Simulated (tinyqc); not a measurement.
## Admittance spectroscopy of a deep trap: admittance against frequency

Schottky contact on an n-type layer with shallow donors Nd (all ionised) and a donor-like deep trap, neutral when filled and positive when empty; depletion approximation. Traps within lam of the depletion edge stay filled. The traps at xt = W - lam, where the level crosses the Fermi level, follow a slow signal and not a fast one. w = 2 pi f.

Emission rate en = sn vth(T) Nc(T) exp(-Et/kB T) = sn g T^2 exp(-Et/kB T), g = vth Nc/(300 K)^2, as vth goes as T^0.5 and Nc as T^1.5 (degeneracy factor 1). lam = sqrt(2 eps0 eps_r (EF - ET)/(q Nd)), EF - ET = Et - (kB T/q) ln(Nc(T)/Nd), Nc(T) = Nc (T/300 K)^1.5. In the steady state at the band bending V, 2 eps0 eps_r V/q = Nd W^2 + Nt (W - lam)^2 (the second term only if W > lam). V = Vbi + Vr. C_HF = eps0 eps_r/W, C_LF = eps0 eps_r (Nd + Nt)/(Nd W + Nt xt). Inflection frequency w0 = 2 en [1 + Nt xt/(Nd W)]; C = C_HF + (C_LF - C_HF)/(1 + (w/w0)^2), G/w = (C_LF - C_HF)(w/w0)/(1 + (w/w0)^2).

Inputs (values chosen for the exercise); material values close to those of germanium:
```
symbol,value,unit,meaning
eps_r,16.2,,relative permittivity
Nc,1.03e19,cm^-3,conduction-band density of states at 300 K
vth,3.4e7,cm/s,thermal velocity at 300 K
Nd,9.4e15,cm^-3,shallow donor density
Vbi,0.46,V,built-in voltage
Et,0.24,eV,depth of the trap below the conduction edge
sn,4.4e-17,cm^2,capture cross-section
Nt,1e15,cm^-3,trap density
Vr,0,V,reverse bias
T,292,K,temperature
```

Constants: q = 1.602176634e-19 C, kB = 1.380649e-23 J/K, eps0 = 8.8541878128e-14 F/cm where lengths are in cm. Results are converted to the units shown.

Result of one run:
```
f (Hz),C (nF/cm^2),G/w (nF/cm^2)
16000,51.315,0.084605
```

What becomes of these results when the signal frequency f is changed from 16000 to 88000 Hz, all else the same?

Result of the changed run:
```
f (Hz),C (nF/cm^2),G/w (nF/cm^2)
88000,51.210,0.43953
```

The whole series:
```
f (Hz),C (nF/cm^2),G/w (nF/cm^2)
16000,51.315,0.084605
38000,51.298,0.19908
88000,51.210,0.43953
2.1e5,50.832,0.82644
4.8e5,50.101,0.90523
1.1e6,49.608,0.55492
2.6e6,49.463,0.25468
6e6,49.435,0.11204
1.4e7,49.429,0.048157
```

C falls from 51.3 to 49.4 nF/cm^2, between C_LF = 51.3 and C_HF = 49.4, and G/w goes from 0.0846 through a maximum of 0.905 (at f = 4.8e5 Hz among the rows listed) to 0.0482 nF/cm^2. The exact peak is half of the step, 0.945 nF/cm^2, at 3.57e5 Hz.

tinyqc, about 0.01 s, one thread, Intel Xeon 2.30GHz (shared host): `OMP_NUM_THREADS=1 python tinyqc.py 2050078 2050079 out.jsonl`
